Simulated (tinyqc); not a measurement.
Lattice sites along [110]: pair of shallow donors (hydrogen-like orbitals).

Each donor has the orbital exp(-r/a); energy unit Ha* = q/(eps a), q = e^2/(4 pi eps0), so that a lone donor is bound by Ha*/2; x = R/a. One electron: S = (1 + x + x^2/3) exp(-x), j = 1/x - (1 + 1/x) exp(-2x), k = (1 + x) exp(-x); levels E(+/-) = -1/2 - (j +/- k)/(1 +/- S) in Ha*, without the repulsion of the ions, split by D = |E(-) - E(+)|. In six valleys the overlaps S and k are multiplied by v = [cos(K Rx) + cos(K Ry) + cos(K Rz)]/3, K = k0 (2 pi/a_lat), for isotropic envelopes and the symmetric valley state.

Two electrons, Heitler-London: with S' = (1 - x + x^2/3) exp(x), C = 1/x - exp(-2x)(1/x + 11/8 + 3x/4 + x^2/6), X = (1/5){exp(-2x)(25/8 - 23x/4 - 3x^2 - x^3/3) + (6/x)[S^2 (0.5772157 + ln x) + S'^2 Ei(-4x) - 2 S S' Ei(-2x)]}, Q = C - 2j + 1/x and A = X - 2 S k + S^2/x, the singlet and triplet lie at (Q +/- w A)/(1 +/- w S^2) from two lone donors, with the valley weight w = v^2; the exchange is J = triplet - singlet.

Constants: e^2/(4 pi eps0) = 14.39964547 eV angstrom.

Parameters, chosen for this exercise (near those of two donors in Si; shifted at random, so the results belong to these values and not to a real crystal):
- a = 18.9 angstrom (orbital radius)
- eps = 11.1 (dielectric constant)
- a_lat = 5.431 angstrom (lattice constant)
- k0 = 0.852 2 pi/a_lat (valley position)
- sites = ((10.5, 10.5, 0), (11, 11, 0), (11.5, 11.5, 0), (12, 12, 0), (12.5, 12.5, 0), (13, 13, 0), (13.5, 13.5, 0), (14, 14, 0), (14.5, 14.5, 0), (15, 15, 0)) a_lat (positions of the second donor)

D and J for each site, and for v = 1.

Cases:
```
site
"(10.5, 10.5, 0)"
"(11, 11, 0)"
"(11.5, 11.5, 0)"
"(12, 12, 0)"
"(12.5, 12.5, 0)"
"(13, 13, 0)"
"(13.5, 13.5, 0)"
"(14, 14, 0)"
"(14.5, 14.5, 0)"
"(15, 15, 0)"
```

Rank the cases by J (micro-eV), lowest first.

Answer: (14.5, 14.5, 0), (12.5, 12.5, 0), (15, 15, 0), (11, 11, 0), (13.5, 13.5, 0), (12, 12, 0), (14, 14, 0), (11.5, 11.5, 0), (13, 13, 0), (10.5, 10.5, 0).

Results:
```
site,R (angstrom),v,D (meV),J (micro-eV),J for v = 1
"(10.5, 10.5, 0)",80.6,0.962,4.96,862,932
"(11, 11, 0)",84.5,-0.129,0.560,11.5,688
"(11.5, 11.5, 0)",88.3,0.531,1.99,143,505
"(12, 12, 0)",92.2,0.442,1.41,72.1,370
"(12.5, 12.5, 0)",96.0,-0.059,0.159,0.923,270
"(13, 13, 0)",99.8,0.925,2.16,168,196
"(13.5, 13.5, 0)",103.7,-0.333,0.659,15.7,142
"(14, 14, 0)",107.5,0.933,1.57,89.1,102
"(14.5, 14.5, 0)",111.4,-0.072,0.102,0.381,73.7
"(15, 15, 0)",115.2,0.458,0.553,11.1,52.9
```

Over these sites the envelope alone changes J by a factor 17.6, and the valley factor v^2 by 270; J runs from 0.381 at (14.5, 14.5, 0) to 862 micro-eV at (10.5, 10.5, 0). Along [110] only two valleys keep their phase, so v = (1 + 2 cos)/3 can pass through zero. J does not fall steadily with distance.

(tinyqc, `OMP_NUM_THREADS=1 python tinyqc.py 1282698 1282699 out.jsonl`, Intel(R) Xeon(R) Processor @ 2.30GHz, 1 thread, shared host, about 0.01 s.)
